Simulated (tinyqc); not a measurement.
Electrons shared among three sets of ellipsoidal valleys: one step. Effective densities of states. Two cases, with inputs chosen for the exercise.

Question. N_i = M_i times N = 2 (m kB T/(4 pi c))^(3/2) with c = hbar^2/2m0, in 1/angstrom^3; times 1e24 for 1/cm^3, with m = (ml mt^2)^(1/3).

Constants: hbar^2/2m0 = 3.80998211 eV angstrom^2; kB = 8.617333262e-05 eV/K.

Case 1.

Values chosen (masses and offsets near those of GaAs; mobilities are free inputs, held fixed; shifted at random, so the results belong to these values and not to a real crystal):
- ml = (0.069, 1.989, 1.275) m0 (longitudinal masses of Gamma, L, X)
- mt = (0.069, 0.0733, 0.2311) m0 (transverse masses)
- M = (1, 4, 3) (valleys in each set)
- T = 77 K

Case 2.

Values chosen (masses and offsets near those of GaP; mobilities are free inputs, held fixed; shifted at random, so the results belong to these values and not to a real crystal):
- ml = (1.914, 1.24, 0.134) m0 (longitudinal masses of X, L, Gamma)
- mt = (0.2545, 0.1566, 0.134) m0 (transverse masses)
- M = (3, 4, 1) (valleys in each set)
- T = 77 K

Give: kT; N_i.

Answer.

Case 1.

kT = 0.006635 eV

N_i (1/cm^3): Gamma 5.9143e+16, L 1.3493e+18, X 2.5545e+18

Case 2.

kT = 0.006635 eV

N_i (1/cm^3): X 3.4467e+18, L 2.2761e+18, Gamma 1.6006e+17

Computed by tinyqc, one run a case: `OMP_NUM_THREADS=1 python tinyqc.py N N+1 out.jsonl` with N = 1681785, 1682189; one thread of a shared Intel(R) Xeon(R) Processor @ 2.30GHz, about 0.02 s a run at most.
